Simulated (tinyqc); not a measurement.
Plane-wave Kohn-Sham cycle with exchange-only LDA in a layered model solid, step by step. One step of it, computed by the program tinyqc.

Task: Iteration 2: potential. V_H(G) = 4 pi rho(G)/G^2 for G != 0 (uniform background); v_x = -(3 rho/pi)^(1/3); V = V_ext + V_H + v_x; Fourier components f(G_m) = (1/N) sum_j f(x_j) exp(-i G_m x_j).

A solid whose potential varies along x alone (atomic units):

| parameter | value |
|---|---|
| period a | 6.200000 |
| cross-section of the cell | 29.000000 |
| electrons per cell | 2 |
| grid points | 16 |
| plane waves -n..n, n | 2 |
| k points | 3 |
| V1 in V1 cos(2 pi x/a) | -0.240000 |
| V2 in V2 cos(4 pi x/a) | -0.180000 |

density after iteration 1 (e/bohr^3): 0.01281011  0.01255705  0.01194065  0.01126120  0.01074336  0.01043870  0.01029289  0.01023693  0.01022386  0.01023693  0.01029289  0.01043870  0.01074336  0.01126120  0.01194065  0.01255705

Give: Potentials on the grid; V(G_m), m = 0, 1, 2, ....

Result:

Potentials on the grid (hartree):

| x | V_ext | V_H | v_x | V |
|---|---|---|---|---|
| 0.0000 | -0.4200 | 0.0163 | -0.2304 | -0.6341 |
| 0.3875 | -0.3490 | 0.0148 | -0.2289 | -0.5631 |
| 0.7750 | -0.1697 | 0.0106 | -0.2251 | -0.3842 |
| 1.1625 | 0.0354 | 0.0048 | -0.2207 | -0.1805 |
| 1.5500 | 0.1800 | -0.0012 | -0.2173 | -0.0385 |
| 1.9375 | 0.2191 | -0.0065 | -0.2152 | -0.0026 |
| 2.3250 | 0.1697 | -0.0106 | -0.2142 | -0.0551 |
| 2.7125 | 0.0945 | -0.0131 | -0.2138 | -0.1325 |
| 3.1000 | 0.0600 | -0.0139 | -0.2137 | -0.1677 |
| 3.4875 | 0.0945 | -0.0131 | -0.2138 | -0.1325 |
| 3.8750 | 0.1697 | -0.0106 | -0.2142 | -0.0551 |
| 4.2625 | 0.2191 | -0.0065 | -0.2152 | -0.0026 |
| 4.6500 | 0.1800 | -0.0012 | -0.2173 | -0.0385 |
| 5.0375 | 0.0354 | 0.0048 | -0.2207 | -0.1805 |
| 5.4250 | -0.1697 | 0.0106 | -0.2251 | -0.3842 |
| 5.8125 | -0.3490 | 0.0148 | -0.2289 | -0.5631 |

V(G_m), m = 0, 1, 2, ... (hartree): -0.2197  -0.1165  -0.0906  -0.0001  0.0000
